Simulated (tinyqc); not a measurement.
Bias dependence of the times: oxide trap near a transistor channel: two-state multiphonon kinetics, telegraph noise and bias instability. Computed by tinyqc, a small Python program. Command: `OMP_NUM_THREADS=1 python tinyqc.py 3006678 3006679 out.jsonl oxidetrap walk`. One thread of a shared host (Intel(R) Xeon(R) Processor @ 2.30GHz), about 0.01 s of CPU time with the checks.

An n-channel device under positive gate bias. The trap is empty (state 1) or holds an electron (state 2); both states are parabolas of equal curvature, and the electron reservoir is taken at the Fermi level of the channel.

Inputs (values chosen for the exercise, with an insulator like HfO2 on silicon):

| quantity | value | unit |
|---|---|---|
| trap depth x from the interface | 3 | nm |
| tunnel barrier phi_b | 1.51 | eV |
| tunnelling mass m_ox | 0.19 | m_0 |
| trap level above E_F at zero field E_t | 0.54 | eV |
| relaxation energy E_R | 1.7 | eV |
| oxide field F | 1.4 | MV/cm |
| attempt rate k_0 at the interface | 2e+11 | 1/s |
| temperature T | 450 | K |

Parts treated: one trap and an ensemble.

Constants: hbar^2/(2 m_0) = 3.80998212 eV angstrom^2; k_B = 8.617333262e-05 eV/K.

Method. kappa = sqrt(2 m_ox phi_b)/hbar = sqrt(m_ox phi_b/(hbar^2/2m_0)); attenuation length lambda = 1/(2 kappa); factor exp(-x/lambda) for a rectangular barrier. E_21 = E_t - e F x is the energy of state 2 over state 1; barriers E_c = (E_R + E_21)^2/(4 E_R), E_e = E_c - E_21; tau_c = exp(E_c/k_B T)/(k_0 P), tau_e = exp(E_e/k_B T)/(k_0 P), P the tunnelling factor; occupation f_2 = tau_e/(tau_c + tau_e); 1/tau_0 = 1/tau_c + 1/tau_e.

tunnelling factor = 7.07052e-08

Against field:

| F (MV/cm) | E_21 (eV) | tau_c (s) | tau_e (s) | f_2 |
|---|---|---|---|---|
| 0.00 | 0.540 | 1.2985e+04 | 1.1633e-02 | 8.9591e-07 |
| 0.42 | 0.414 | 1.6214e+03 | 3.7437e-02 | 2.3088e-05 |
| 0.84 | 0.288 | 2.2837e+02 | 1.3589e-01 | 5.9468e-04 |
| 1.12 | 0.204 | 6.6100e+01 | 3.4316e-01 | 5.1648e-03 |
| 1.40 | 0.120 | 2.0183e+01 | 9.1423e-01 | 4.3333e-02 |
| 1.68 | 0.036 | 6.5018e+00 | 2.5695e+00 | 2.8326e-01 |
| 2.10 | -0.090 | 1.3142e+00 | 1.3385e+01 | 9.1059e-01 |

What does the comparison show, and why?

ln(tau_c/tau_e) falls by e x/k_B T = 7.736 per MV/cm, which measures the depth x if the change of surface potential with bias is left aside. Over these rows tau_c shortens by 3.99 decades and tau_e lengthens by 3.06; the shares differ because E_21 is not small against E_R. The times cross at F = E_t/(e x) = 1.80 MV/cm.

Extremes, crossings and ranges named in words are read from the listed rows.
